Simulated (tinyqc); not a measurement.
Tersoff bond-order potential: one step, computed by the program tinyqc.

E = (1/2) sum_(i, j != i) [A exp(-lambda r_ij) - b_ij B exp(-mu r_ij)], b_ij = (1 + (beta zeta_ij)^n)^(-1/(2n)), zeta_ij = sum_(k != i, j) g(theta_ijk), g = 1 + c^2/d^2 - c^2/(d^2 + (h - cos theta)^2), with theta at atom i. Only nearest neighbours count (cut-off function 1 for them, 0 beyond).

Task: An open trimer. Atom 1 binds atoms 2 and 3, which do not interact. b_12 = b_13 follow from zeta = g(theta); b_21 = b_31 = 1. E = sum over the two bonds of A exp(-lambda r) - (b + 1)/2 B exp(-mu r).

Inputs (values chosen for the exercise, modelled on germanium):

| quantity | value | unit |
|---|---|---|
| A | 1780.8 | eV |
| B | 416.06 | eV |
| lambda | 2.4451 | 1/angstrom |
| mu | 1.7047 | 1/angstrom |
| beta | 9.33e-07 | - |
| n | 0.7589 | - |
| c | 105700 | - |
| d | 15.74 | - |
| h | -0.4276 | - |
| bond length r_12 | 2.31 | angstrom |
| bond length r_13 | 2.51 | angstrom |
| angle theta at atom 1 | 140 | degrees |

Give: g(theta); bond order b_12; repulsive terms; attractive terms B exp(-mu r); energy of the trimer.

Result:

g(theta) = 20841

bond order b_12 = 0.9682

repulsive terms (eV): 6.275  3.848

attractive terms B exp(-mu r) (eV): 8.109  5.766

energy of the trimer = -3.531 eV

g is least (g = 1) at cos theta = h, 115.3 degrees, wider than the tetrahedral 109.47.
